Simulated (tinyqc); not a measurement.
Memristor with linear dopant drift: two steps of the calculation.

A film of thickness D has a doped share x: R = Ron x + Roff (1 - x), i = v/R, dx/dt = k i F with k = mv Ron/D^2 and F = 1 (no window). The drive is v = V0 sin(2 pi f t). The model has no threshold and no heating.

Parameters, values chosen for the exercise: resistance of the fully doped film Ron = 200 ohm; resistance of the undoped film Roff = 40000 ohm; film thickness D = 15 nm; dopant mobility mv = 4.3e-14 m^2/(V s); doped share at t = 0 x0 = 0.33; amplitude V0 = 0.5 V; frequency f = 1.8 Hz.

Problem 1. Rate constant, charge and flux scales. k = mv Ron/D^2; R0 = R(x0); without a window the film fills (x = 1) after the charge (1 - x0)/k and the flux (R0^2 - Ron^2)/(2 k (Roff - Ron)); half a period supplies the flux V0/(pi f).

Find: k; R0; charge to fill; flux to fill; flux of half a period.

Solution 1.

k = 3.822e4 1/C
R0 = 2.687e4 ohm
charge to fill = 17.53 uC
flux to fill = 0.2372 V s
flux of half a period = 0.08842 V s

Half a period supplies 37.3 % of the flux to fill.

Problem 2. One Runge-Kutta step. Step h = 1/(16 f), from t = j h. With g(t, x) = dx/dt: k1 = g(t, x), k2 = g(t + h/2, x + h k1/2), k3 = g(t + h/2, x + h k2/2), k4 = g(t + h, x + h k3), x(new) = x + h (k1 + 2 k2 + 2 k3 + k4)/6.

x at step 2 = 0.34868084
j = 2

Find: k1..k4; x at step 3.

Solution 2.

k1..k4 (1/s): 0.5173  0.6167  0.6184  0.6988
x at step 3 = 0.3700

Computed by the program tinyqc: `OMP_NUM_THREADS=1 python tinyqc.py 2880115 2880116 out.jsonl`, one thread of a shared Intel Xeon 2.30GHz, about 0.2 s for the whole run.
